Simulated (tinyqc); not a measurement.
Inversion-layer mobility, back-scattering and ballistic limit of a field-effect transistor: one step, computed by the program tinyqc. Command: `OMP_NUM_THREADS=1 python tinyqc.py 3008661 3008662 out.jsonl mos walk`. One thread of a shared host (Intel(R) Xeon(R) Processor @ 2.30GHz), about 0.01 s of CPU time with the checks.

The charge at the top of the source barrier is fixed by the gate; series resistance and short-channel effects are left out. F_j are Fermi integrals normalised to exp(eta) in the classical limit.

Task: Back-scattering. F_j(eta) = (1/Gamma(j + 1)) int_0^infinity x^j/(1 + exp(x - eta)) dx, F_0 = ln(1 + exp(eta)). Integrals over x = E/(k_B T) use 160 Gauss-Legendre points in u = sqrt(x) from 0 to sqrt(max(eta, 0) + 32). Ballistic channel: N_2D = g_v m k_B T/(pi hbar^2), U = e V_D/(k_B T); eta_F solves N_inv = (N_2D/2)[F_0(eta_F) + F_0(eta_F - U)]; v_T = sqrt(2 k_B T/(pi m)); I/W = e (N_2D/2) v_T [F_1/2(eta_F) - F_1/2(eta_F - U)]; injection velocity v_T F_1/2(eta_F)/F_0(eta_F). Mean free path lambda = (2 k_B T/e)(mu/v_T) F_0(eta_0)/F_-1/2(eta_0), with eta_0 from N_inv = N_2D F_0(eta_0); critical length l = L (1 + U)^(-a), an empirical rule; back-scattering r = l/(l + lambda). Then eta solves N_inv = (N_2D/2)[(1 + r) F_0(eta) + (1 - r) F_0(eta - U)] and I/W = e (N_2D/2) v_T (1 - r)[F_1/2(eta) - F_1/2(eta - U)]. Ballistic ratio: I over the ballistic current. Apparent mobility 1/(1/mu + 1/mu_B), mu_B = mu L/lambda.

Inputs (values chosen for the exercise, modelled on a strained silicon n-channel):

| quantity | value | unit |
|---|---|---|
| transport mass m | 0.2 | m_0 |
| valley degeneracy g_v | 2 | - |
| drain voltage V_D | 0.05 | V |
| channel length L | 27 | nm |
| exponent a of the critical length | 0.62 | - |
| temperature T | 300 | K |

Statistics at the top of the barrier: Fermi-Dirac.

inversion density N_inv = 3.663970e+12 1/cm^2

effective mobility mu = 639.1155 cm^2/(V s)

Constants: m_0 = 9.1093837015e-31 kg; k_B = 1.380649e-23 J/K; hbar = 1.054571817e-34 J s; k_B = 8.617333262e-05 eV/K; e = 1.602176634e-19 C.

Give: eta_0; mean free path lambda; critical length l; back-scattering coefficient r; current I/W; ballistic ratio; apparent low-field mobility.

Result:

eta_0 = 0.2893

mean free path lambda = 32.38 nm

critical length l = 13.85 nm

back-scattering coefficient r = 0.2996

current I/W = 313.6 microampere/micrometre

ballistic ratio = 0.5957

apparent low-field mobility = 290.6 cm^2/(V s)

L/lambda = 0.83; at this drain voltage the first 13.9 nm can return carriers, and the ratio is 60 %.
